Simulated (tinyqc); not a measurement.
Comparisons within one model: Lorentz oscillators and the Kramers-Kronig relations. A value that a table varies takes the place of the one given here.

eps(E) = 1 + sum_j S_j/(E0_j^2 - E^2 - i G_j E).

Kramers-Kronig: eps1(E) = 1 + (2/pi) P integral_0^infinity E1 eps2(E1)/(E1^2 - E^2) dE1. Maclaurin rule on the grid E_j = j h, j = 1 .. M: eps1(E_i) = 1 + (4 h/pi) sum over j with j - i odd of E_j eps2(E_j)/(E_j^2 - E_i^2); nothing is added above E_M.

n + i k = sqrt(eps1 + i eps2) with k >= 0; R = ((n - 1)^2 + k^2)/((n + 1)^2 + k^2) at normal incidence from vacuum; alpha = 2 E k/(hbar c), times 1e8 for 1/cm; loss function Im(-1/eps) = eps2/(eps1^2 + eps2^2).

Constants: hbar c = 1973.269805 eV angstrom.

Inputs chosen for the exercise (line positions loosely like those of SiO2; Lorentz tails absorb below the gap, where the real solid is clear; shifted at random, so the results belong to these values and not to a real crystal):
```
symbol  value                unit  meaning
E0      (10.6, 11.65, 14.6)  eV    resonances
G       (0.52, 1.34, 3.41)   eV    widths
S       (21.1, 36.8, 85.5)   eV^2  strengths
h       0.8                  eV    grid step
M       30                         grid points E_j = j h
E_t     2.7                  eV    energy below the first line
E       12.5                 eV    photon energy
```

## Numerical transform against the formula

Every third grid point is listed; the error is the transform minus the formula.

Dielectric function:
```
E (eV)   eps2  eps1 formula  eps1 transform   error
1.60    0.016         1.874           1.948   0.074
4.00    0.048         1.957           1.840  -0.117
6.40    0.111         2.169           2.291   0.122
8.80    0.333         2.801           2.492  -0.309
11.20   2.625         1.616           1.300  -0.316
13.60   1.617         0.873           1.046   0.173
16.00   1.031        -0.204          -0.280  -0.075
18.40   0.299         0.183           0.220   0.037
20.80   0.128         0.459           0.412  -0.047
23.20   0.069         0.611           0.614   0.003
```

The largest error listed is -0.316 at 11.20 eV. The rule samples every 2h = 1.6 eV and the narrowest line is 0.52 eV wide, so it is not resolved. The grid ends at 24 eV, where eps2 is still 0.058; the error at the last point listed, nearest the missing tail, is +0.003.

## How far the spectrum must be known

The integrals are done by adaptive quadrature and cut at E_cut. f-sum share: (2/pi) integral of E eps2 over sum S. Static share: (2/pi) integral of eps2/E over eps(0) - 1.

Cut integrals:
```
E_cut (eV)  eps1(E_t)  f-sum share  static share
11.7            1.455        0.295         0.500
16.1            1.820        0.750         0.907
21.9            1.888        0.898         0.985
29.2            1.897        0.936         0.995
43.8            1.901        0.962         0.999
73.0            1.901        0.978         1.000
```

eps1(E_t) from the formula = 1.902

Cut at 16.1 eV, just above the last line, eps1(E_t) lacks 0.082; cut at 73 eV it lacks 0.000. At 21.9 eV the static sum has reached 0.985 and the f-sum only 0.898: the f-sum weights eps2 by E and the static sum by 1/E, so the f-sum needs the far tail.

## Optical constants across the spectrum

Spectrum:
```
E (eV)    eps1   eps2      n      k      R   loss
2.19     1.887  0.023  1.374  0.008  0.025  0.006
5.18     2.038  0.072  1.428  0.025  0.031  0.017
8.16     2.539  0.231  1.595  0.073  0.053  0.036
11.15    1.573  2.597  1.518  0.855  0.141  0.282
14.14    0.686  1.825  1.148  0.795  0.125  0.480
17.12   -0.043  0.549  0.504  0.545  0.212  1.812
20.11    0.396  0.158  0.641  0.123  0.053  0.870
23.09    0.606  0.071  0.780  0.045  0.016  0.190
26.08    0.719  0.039  0.848  0.023  0.007  0.075
29.07    0.787  0.024  0.887  0.014  0.004  0.039
32.05    0.833  0.016  0.913  0.009  0.002  0.023
35.04    0.864  0.012  0.930  0.006  0.001  0.015
```

Among the energies listed the largest values are at (eV): eps2 11.15; n 8.16; k 11.15; R 17.12; loss 17.12. eps1 crosses zero at 15.09 and 17.35 eV; the last crossing is upward and marks the plasmon, against sqrt(sum S) = 11.97 eV for free electrons.

## What each oscillator parameter does

At the energy E. Each row changes one parameter from the base and keeps the others.

Results:
```
case                           eps1   eps2      n      k      R
base                          0.416  1.669  1.033  0.807  0.136
E0 = (11.13, 11.65, 14.6) eV  0.260  1.725  1.001  0.862  0.156
G = (0.78, 1.34, 3.41) eV     0.428  1.701  1.045  0.814  0.137
S = (25.32, 36.8, 85.5) eV^2  0.322  1.683  1.009  0.834  0.147
E = 13.125 eV                 0.786  1.474  1.108  0.665  0.093
```

The largest shifts from the base row, up to three for each result and ties (the steps differ in size, so this ranks the rows, not the parameters). eps1: E +0.370, E0 -0.156, S -0.094. eps2: E -0.194, E0 +0.056, G +0.032. n: E +0.075, E0 -0.032, S -0.025. k: E -0.142, E0 +0.054, S +0.027. R: E -0.044, E0 +0.020, S +0.011.

tinyqc: `OMP_NUM_THREADS=1 python tinyqc.py 1651944 1651945 out.jsonl`; about 0.2 s, one thread, shared Intel(R) Xeon(R) Processor @ 2.30GHz.
